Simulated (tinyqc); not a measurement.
CIS and TDHF on RHF in the sto-3g basis, for BeH+, spin multiplicity 1, step by step. One step of it, computed by the program tinyqc.

Problem. CIS matrix, singlets. A(ia,jb) = (e_a - e_i) d_ij d_ab + 2 (ia|jb) - (ij|ab).

orbital energies (hartree): MO1 -5.016266, MO2 -0.721550, MO3 -0.261675, MO4 -0.140116, MO5 -0.140116, MO6 0.295253

Two-electron integrals over orbitals (pq|rs), unique and non-zero (hartree):
```
(11|11) 2.275482    (21|11) -0.165952   (21|21) 0.020754    (22|11) 0.478534
(22|21) 0.001845    (22|22) 0.519547    (31|11) -0.173675   (31|21) 0.016312
(31|22) -0.017577   (31|31) 0.027603    (32|11) 0.043399    (32|21) -0.005602
(32|22) -0.067282   (32|31) 0.002385    (32|32) 0.037525    (33|11) 0.551136
(33|21) -0.012988   (33|22) 0.320244    (33|31) 0.004108    (33|32) 0.029904
(33|33) 0.463444    (41|41) 0.015596    (42|41) 0.013386    (42|42) 0.043137
(43|41) 0.014026    (43|42) 0.031326    (43|43) 0.051659    (44|11) 0.569236
(44|21) -0.006076   (44|22) 0.365307    (44|31) -0.006102   (44|32) 0.021300
(44|33) 0.397480    (44|44) 0.449859    (51|51) 0.015596    (52|51) 0.013386
(52|52) 0.043137    (53|51) 0.014026    (53|52) 0.031326    (53|53) 0.051659
(54|54) 0.024249    (55|11) 0.569236    (55|21) -0.006076   (55|22) 0.365307
(55|31) -0.006102   (55|32) 0.021300    (55|33) 0.397480    (55|44) 0.401360
(55|55) 0.449859    (61|11) 0.097742    (61|21) -0.016007   (61|22) -0.010746
(61|31) -0.003445   (61|32) 0.006903    (61|33) 0.017124    (61|44) 0.002065
(61|55) 0.002065    (61|61) 0.018167    (62|11) -0.123332   (62|21) 0.002818
(62|22) 0.053557    (62|31) 0.006670    (62|32) -0.047286   (62|33) -0.026038
(62|44) -0.057462   (62|55) -0.057462   (62|61) 0.001969    (62|62) 0.121665
(63|11) 0.053299    (63|21) -0.003684   (63|22) -0.056021   (63|31) 0.005607
(63|32) 0.031997    (63|33) 0.056966    (63|44) 0.019636    (63|55) 0.019636
(63|61) 0.007088    (63|62) -0.048663   (63|63) 0.049840    (64|41) -0.008996
(64|42) -0.029426   (64|43) -0.013725   (64|64) 0.025917    (65|51) -0.008996
(65|52) -0.029426   (65|53) -0.013725   (65|65) 0.025917    (66|11) 0.509435
(66|21) -0.000631   (66|22) 0.517330    (66|31) -0.015235   (66|32) -0.066594
(66|33) 0.349150    (66|44) 0.369557    (66|55) 0.369557    (66|61) -0.006923
(66|62) 0.083621    (66|63) -0.056442   (66|66) 0.555562
```

Give: CIS matrix A, singlet.

Solution.

CIS matrix A, singlet (hartree):
```
         1>3     1>4     1>5      1>6      2>3     2>4     2>5      2>6
1>3   4.2587  0.0000  0.0000  -0.0602   0.0178  0.0000  0.0000   0.0170
1>4   0.0000  4.3381  0.0000   0.0000   0.0000  0.0328  0.0000   0.0000
1>5   0.0000  0.0000  4.3381   0.0000   0.0000  0.0000  0.0328   0.0000
1>6  -0.0602  0.0000  0.0000   4.8384   0.0175  0.0000  0.0000   0.0046
2>3   0.0178  0.0000  0.0000   0.0175   0.2147  0.0000  0.0000  -0.0386
2>4   0.0000  0.0328  0.0000   0.0000   0.0000  0.3024  0.0000   0.0000
2>5   0.0000  0.0000  0.0328   0.0000   0.0000  0.0000  0.3024   0.0000
2>6   0.0170  0.0000  0.0000   0.0046  -0.0386  0.0000  0.0000   0.7428
```
